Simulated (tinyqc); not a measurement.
# Growth of a silicide layer between metal and silicon: linear-parabolic kinetics, ramp anneals and Kissinger analysis, step by step

A worked calculation. Computed by tinyqc, a small Python program that keeps every step. Command: `OMP_NUM_THREADS=1 python tinyqc.py 3018921 3018922 out.jsonl silicide walk`. One thread of a shared host (Intel(R) Xeon(R) Processor @ 2.30GHz), about 0.1 s of CPU time with the checks. Intermediate numbers are printed to about 7 digits and carried at full precision; extremes and crossings named in words are read from the listed rows.

One compound layer of thickness x grows by diffusion through itself and reaction at an interface, dx/dt = 1/(2x/K + 1/v), until the metal is used up at x = a h.

Inputs (values chosen for the exercise, modelled on TiSi2):
```
quantity                                  value          unit
metal thickness h                           5.7            nm
silicide formed per metal thickness a      2.51             -
silicon consumed per metal thickness b     2.27             -
prefactor of the parabolic constant K   6.7e+10        nm^2/s
activation energy E of K                    1.8            eV
prefactor of the interface velocity v   6.7e+11          nm/s
activation energy E_v                      1.98            eV
temperature T                               595             C
time t                                       14             s
ramp rate beta                              0.1           C/s
silicide resistivity                         67  micro-ohm cm
junction depth x_j                           24            nm
```

Constants: k_B = 8.617333262e-05 eV/K.

## Final thickness

The silicide ends at the thickness a h.

final thickness = 14.307 nm

## Geometry at full reaction

Silicon consumed b h, sheet resistance rho/(final thickness) with 1 micro-ohm cm/nm = 10 ohm; margin to the junction x_j - b h.

silicon consumed = 12.939 nm

sheet resistance = 46.83022 ohm/square

margin to the junction = 11.061 nm

The layer takes 54 % of the junction depth; its surface lies 1.37 nm above the original silicon surface. Caution: so thin a film has a resistivity above the bulk value and tends to agglomerate.

## Isothermal growth

K = K0 exp(-E/(k_B T)), v = v0 exp(-E_v/(k_B T)). Temperatures in kelvin are T(C) + 273.15. x^2/K + x/v = t, so x = (K/(2v)) [sqrt(1 + 4 v^2 t/K) - 1], capped at a h; completion time t_c = (a h)^2/K + a h/v, a h being the final thickness; crossover thickness K/v.

K = 2.380826 nm^2/s

v = 2.146807 nm/s

crossover thickness = 1.109008 nm

thickness at time t = 5.245413 nm

completion time = 92.63879 s

37 % has reacted. Diffusion makes up 93 % of the completion time. Caution: a disilicide really forms through metal-rich phases and by nucleation, not as one layer from the metal.

## Ramp anneal

Ramp from x = 0 at 100 C at the rate beta: dx/dT = (1/beta)/(2x/K + 1/v), integrated adaptively (tolerance 1e-9) until x = a h at T_f.

completion temperature T_f = 554.8189 C

## Kissinger analysis

Plot ln(beta/T_f^2) against 1/(k_B T_f), T_f in kelvin; minus the least-squares slope estimates the activation energy.

Ramps:
```
beta (C/s)   T_f (C)  1/(k_B T_f) (1/eV)  ln(beta/T_f^2)
0.03        519.9243            14.63232       -16.85839
0.1         554.8189            14.01564       -15.74054
0.3         589.3767            13.45410       -14.72371
1           630.6178            12.84015       -13.61315
3           671.7320            12.28145       -12.60351
10          721.1513            11.67103       -11.50150
30          770.8026            11.11594       -10.50034
```

Kissinger energy = 1.808090 eV

A thousandfold faster ramp raises the completion temperature by only 251 C. The fit gives 1.808 eV, against E = 1.8 eV for diffusion and E_v = 1.98 eV for the interface: diffusion controls. Caution: nucleation and competing phases are left out; disilicides such as CoSi2 and the low-resistance form of TiSi2 start by nucleation and follow this law at best in part.

Checks made by the program: isothermal closed form against integration (relative difference below 1e-10).
